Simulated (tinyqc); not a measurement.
Worked calculation: regular and subregular solution with a miscibility gap. Computed by tinyqc, a small Python program that keeps every step. Command: `OMP_NUM_THREADS=1 python tinyqc.py 3002588 3002589 out.jsonl regsol walk`. One thread of a shared host (Intel(R) Xeon(R) Processor @ 2.30GHz), about 0.02 s of CPU time with the checks. Intermediate numbers are printed to about 7 digits and carried at full precision; extremes and crossings named in words are read from the listed rows.

Per mole of mixing sites: G(x) = x (1 - x) [L0 + L1 (1 - 2x)] + R T [x ln x + (1 - x) ln(1 - x)], x the fraction of B.

Inputs (values chosen for the exercise, modelled on Ga(1-x)In(x)N):

| quantity | value | unit |
|---|---|---|
| lattice constant a_A | 4.5 | angstrom |
| lattice constant a_B | 4.98 | angstrom |
| constant K | 50300 | kJ angstrom^2.5/mol |
| asymmetry L1 | 0 | kJ/mol |
| temperature T | 1320 | K |
| overall fraction x0 | 0.78 | - |
| coherency modulus Y | 108 | GPa |
| molar volume V_m | 16 | cm^3/mol |
| gradient coefficient kappa | 5.5e-10 | J/m |
| start value s0 | 0.05 | - |

Source of L0: delta-lattice-parameter rule.

Constants: R = 8.314462618 J/(mol K).

## Interaction parameter

A bonding enthalpy -K a^(-2.5) with a linear in x gives L0 = 4.375 K (a_A - a_B)^2/abar^4.5, abar the mean lattice constant; eta = (a_B - a_A)/abar.

L0 = 46.13452 kJ/mol

eta = 0.1012658

## G, chemical potentials and activities

G' = L0 (1 - 2x) + L1 (1 - 6x + 6x^2) + R T ln[x/(1 - x)]; G'' = -2 L0 - 6 L1 (1 - 2x) + R T/[x (1 - x)]. mu_A = G - x G', mu_B = G + (1 - x) G', activity = exp(mu/(R T)).

G, G'' and activities at x = 0.02, 0.1, 0.2, 0.35, 0.5, 0.65, 0.8, 0.9, 0.98:

| x | G (kJ/mol) | G'' (kJ/mol) | activity of A | activity of B |
|---|---|---|---|---|
| 0.02 | -0.171752 | 467.6846 | 0.981649 | 1.133241 |
| 0.10 | 0.584291 | 29.6764 | 0.938639 | 3.011094 |
| 0.20 | 1.889561 | -23.6747 | 0.946484 | 2.947167 |
| 0.35 | 3.389817 | -44.0269 | 1.087796 | 2.067178 |
| 0.50 | 3.926276 | -48.3687 | 1.430100 | 1.430100 |
| 0.65 | 3.389817 | -44.0269 | 2.067178 | 1.087796 |
| 0.80 | 1.889561 | -23.6747 | 2.947167 | 0.946484 |
| 0.90 | 0.584291 | 29.6764 | 3.011094 | 0.938639 |
| 0.98 | -0.171752 | 467.6846 | 1.133241 | 0.981649 |

G'' is negative at 5 of the nine compositions (0.2, 0.35, 0.5, 0.65, 0.8), where the solution is unstable.

## Critical point

The spinodal is G'' = 0, R T_s(x) = x (1 - x) [2 L0 + 6 L1 (1 - 2x)]; the critical point is its maximum.

critical composition x_c = 0.5

critical temperature T_c = 2774.354 K

With L1 = 0 this is x_c = 1/2 and T_c = L0/(2 R). Caution: a real alloy may melt or decompose below this critical temperature.

## Spinodal at T

Solve G'' = 0 on each side of x_c.

spinodal x_s1 = 0.1379871

spinodal x_s2 = 0.8620129

## First Newton step for the common tangent

Common tangent: F1 = G'(x1) - G'(x2) = 0 and F2 = [G - x G'](x1) - [G - x G'](x2) = 0. Newton step: J = [[G''(x1), -G''(x2)], [-x1 G''(x1), x2 G''(x2)]], J dx = -F; a step that would leave 0 < x < 1 is halved until it stays inside. The start is x1 = s0, x2 = 1 - s0.

F (kJ/mol): F1 18.41116, F2 -9.20558

J (kJ/mol):
```
          1          2
1  138.7855  -138.7855
2   -6.9393   131.8462
```

new (x1, x2): 0.0168352  0.9831648

## Binodal by Newton steps

Stop when the step is below 1e-12, or when x1 and x2 meet within 1e-5; residuals under 1e-7 are shown as 0.

Iteration:

| step | x1 | x2 | F1 (kJ/mol) | F2 (kJ/mol) |
|---|---|---|---|---|
| 1 | 0.05000000 | 0.9500000 | 1.841116e+01 | -9.205581e+00 |
| 2 | 0.01683522 | 0.9831648 | -1.157531e-01 | 5.787655e-02 |
| 3 | 0.01693662 | 0.9830634 | -3.963973e-04 | 1.981986e-04 |
| 4 | 0.01693697 | 0.9830630 | 0 | 0 |
| 5 | 0.01693697 | 0.9830630 | 0 | 0 |

solubility limit x1 = 0.01693697

solubility limit x2 = 0.9830630

Converged: the gap runs from 0.01694 to 0.9831, outside the spinodal as it must.

## Lever rule at x0

Inside the gap the B-rich phase has the fraction f = (x0 - x1)/(x2 - x1), and the gain is (1 - f) G(x1) + f G(x2) - G(x0); outside it one phase remains.

fraction f of the B-rich phase = 0.7898173

free energy of decomposition = -2308.063 J/mol

x0 lies inside the chemical spinodal: coherency strain aside, small waves of composition grow without a barrier.

## Fastest-growing wave

Linear Cahn-Hilliard theory, coherency strain left out, with energy density G/V_m + kappa (grad x)^2: the rate goes as -k^2 (G''/V_m + 2 kappa k^2), so k_c^2 = -G''/(2 kappa V_m), the fastest wave has k_m = k_c/sqrt(2) and length 2 pi/k_m.

G''(x0) = -28.31163 kJ/mol

k_c = 1.268312 1/nm

fastest wavelength = 7.005978 nm

## Coherent spinodal

If the lattice stays coherent, G'' gains 2 eta^2 Y V_m (eta = d ln a/dx, Y the biaxial modulus, E/(1 - nu) if isotropic), which is L0 replaced by L0 - eta^2 Y V_m (1 GPa cm^3/mol = 1 kJ/mol); the program reports 0 if the result is not positive.

eta^2 Y V_m = 17.72024 kJ/mol

top of the coherent spinodal = 1708.726 K

Coherency strain lowers the top by 1066 K.

## The phase diagram

For this table each start is x_s1/6 and 1 - (1 - x_s2)/6. The dilute estimate of x1 is exp(-(L0 + L1)/(R T)).

Binodal and spinodal:

| T (K) | binodal x1 | spinodal x_s1 | spinodal x_s2 | binodal x2 | dilute estimate of x1 |
|---|---|---|---|---|---|
| 1110 | 0.007196893 | 0.1127317 | 0.8872683 | 0.9928031 | 0.006745800 |
| 1387 | 0.02123582 | 0.1464241 | 0.8535759 | 0.9787642 | 0.01830630 |
| 1665 | 0.04637800 | 0.1838275 | 0.8161725 | 0.9536220 | 0.03570171 |
| 1942 | 0.08567439 | 0.2261309 | 0.7738691 | 0.9143256 | 0.05742861 |
| 2219 | 0.1446685 | 0.2762959 | 0.7237041 | 0.8553315 | 0.08204036 |
| 2497 | 0.2373206 | 0.3419094 | 0.6580906 | 0.7626794 | 0.1083759 |
| 2663 | 0.3293040 | 0.3998292 | 0.6001708 | 0.6706960 | 0.1244775 |

The dilute estimate is 0.94 of x1 at the lowest T and 0.38 at the highest: it drops the pull of the other solutes and the impurity of the second phase. Near the top the binodal is 1.70 times as wide as the spinodal; the mean-field limit at T_c is sqrt(3) = 1.73.

Checks made by the program: binodal against the lower hull of G on 40001 points (relative difference 1e-05).
